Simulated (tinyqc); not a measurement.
# Long-channel MOSFET, surface-potential model, step by step

Program tinyqc, `OMP_NUM_THREADS=1 python tinyqc.py 2360126 2360127 out.jsonl`; Intel Xeon 2.30GHz, shared host, one thread, about 0.06 s. Printed values are rounded.

n-channel transistor on a uniformly doped p-type body, gradual-channel approximation, constant mobility, Boltzmann statistics, full ionisation. Potentials are counted from the neutral body; V is the electron quasi-Fermi potential, Vsb at the source and Vsb + Vds at the drain. Charges are magnitudes per area.

Values chosen for this exercise; material values close to those of gallium arsenide: temperature T = 300 K; band gap Eg = 1.43 eV; relative permittivity of the semiconductor eps_r = 12.9; conduction-band density of states at T Nc = 4.36e17 cm^-3; valence-band density of states at T Nv = 9.18e18 cm^-3; acceptor density of the body Na = 4.6e15 cm^-3; relative permittivity of the gate insulator eox = 22.4; insulator thickness tox = 80 nm; flat-band voltage Vfb = -1.23 V; channel mobility mu = 330 cm^2/(V s); gate width W = 5 um; gate length L = 5 um; source-body reverse bias Vsb = 0 V; gate-source voltage Vgs = -0.03 V; drain-source voltage Vds = 2 V.

Constants: q = 1.602176634e-19 C, kB = 1.380649e-23 J/K, Vt = kB T/q, eps0 = 8.8541878128e-14 F/cm where lengths are in cm. Results are converted to the units shown.

## Body potential, insulator capacitance and body factor

ni = sqrt(Nc Nv) exp(-Eg/(2 Vt)), Eg in volts; phiF = Vt ln(Na/ni); Cox = eps0 eox/tox; gamma = sqrt(2 q eps0 eps_r Na)/Cox. VT = Vfb + 2 phiF + gamma sqrt(2 phiF + Vsb), m = 1 + gamma/(2 sqrt(2 phiF + Vsb)).

ni = 1.94847e6 cm^-3
phiF = 0.557945 V
Cox = 0.247917 uF/cm^2
gamma = 0.165505 V^0.5
VT = 0.0607227 V
m = 1.07834

## Iteration 1: surface potential at the source by Newton steps

psi at the start (2 phiF + Vsb) = 1.11589 V

With V = Vsb: G = psi - Vt + Vt e, e = exp((psi - 2 phiF - Vsb)/Vt); f = Vgs + Vsb - Vfb - psi - gamma sqrt(G); f' = -1 - gamma (1 + e)/(2 sqrt(G)); psi(new) = psi - f/f'.

G = 1.11589 V
f = -0.0907225 V
f' = -1.15668
psi after iteration 1 = 1.03746 V

## Iteration 2: surface potential at the source by Newton steps

As before.

G = 1.01285 V
f = -0.00402111 V
f' = -1.08618
psi after iteration 2 = 1.03375 V

## Course of the iteration: surface potential at the source by Newton steps

Stop when psi changes by less than 1e-10 V, or after 40 iterations.

Course of the iteration:
```
iteration	psi (V)	|change| (V)
1	1.03746	0.0784
2	1.03375	3.70e-3
3	1.03375	6.41e-7
4	1.03375	1.67e-14
```

Converged in 4 iterations. The change falls from 0.078 in the first iteration to below the tolerance in the last.

## Charges and current of the charge-sheet model

psi_0 = 1.03375 V
psi_L = 1.03384 V

psi_0 and psi_L solve Vgs + Vsb - Vfb - psi = gamma sqrt(G) at V = Vsb and Vsb + Vds. Qi = Cox gamma [sqrt(G) - sqrt(psi - Vt)], G = psi - Vt + Vt exp((psi - 2 phiF - V)/Vt), at both ends. With U = Vgs + Vsb - Vfb: drift = mu (W/L) Cox [U (psi_L - psi_0) - (psi_L^2 - psi_0^2)/2 - (2/3) gamma ((psi_L - Vt)^1.5 - (psi_0 - Vt)^1.5)]; diffusion = mu (W/L) Vt (Qi0 - QiL).

Qi0 = 0.0220253 nC/cm^2
QiL = 5.57028e-36 nC/cm^2
drift current = 2.98278e-7 uA
diffusion current = 1.87901e-4 uA
drain current = 1.88199e-4 uA

Drift carries 0.158 % of the current. The drain end is pinched off: its charge is under 1 % of that at the source.

## Inversion charge along the channel

V, point 0 to 10 (V): 0  0.2  0.4  0.6  0.8  1  1.2  1.4  1.6  1.8  2

The surface potential psi at channel potential V solves Vgs + Vsb - Vfb - psi = gamma sqrt(G), G = psi - Vt + Vt exp((psi - 2 phiF - V)/Vt). Charge sheet: Qi = Cox gamma [sqrt(G) - sqrt(psi - Vt)]. Pao-Sah: Qi = (Cox gamma/2) integral from 3 Vt to psi of exp((u - 2 phiF - V)/Vt)/sqrt(G(u, V)) du.

```
point	psi (V)	Qi, charge sheet (nC/cm^2)	Qi, Pao-Sah (nC/cm^2)
0	1.03375	0.0220253	0.0223193
1	1.03384	9.65041e-6	9.77926e-6
2	1.03384	4.21400e-9	4.27026e-9
3	1.03384	1.84010e-12	1.86467e-12
4	1.03384	8.03507e-16	8.14236e-16
5	1.03384	3.50863e-19	3.55548e-19
6	1.03384	1.53209e-22	1.55255e-22
7	1.03384	6.69011e-26	6.77944e-26
8	1.03384	2.92134e-29	2.96034e-29
9	1.03384	1.27564e-32	1.29268e-32
10	1.03384	5.57028e-36	5.64465e-36
```

At the source the charge-sheet charge is 1.3 % below the Pao-Sah one.

## Pao-Sah current by Simpson's rule

I = mu (W/L) integral of Qi dV; Simpson's rule on the 11 points, step Vds/10, weights 1, 4, 2, ..., 4, 1 times step/3.

Pao-Sah current = 4.91886e-4 uA

Gauss-Legendre quadrature on many points gives 1.907e-4 uA, so this value is 2.58 times it; the charge-sheet current, 1.882e-4 uA, is 1.3 % below it.
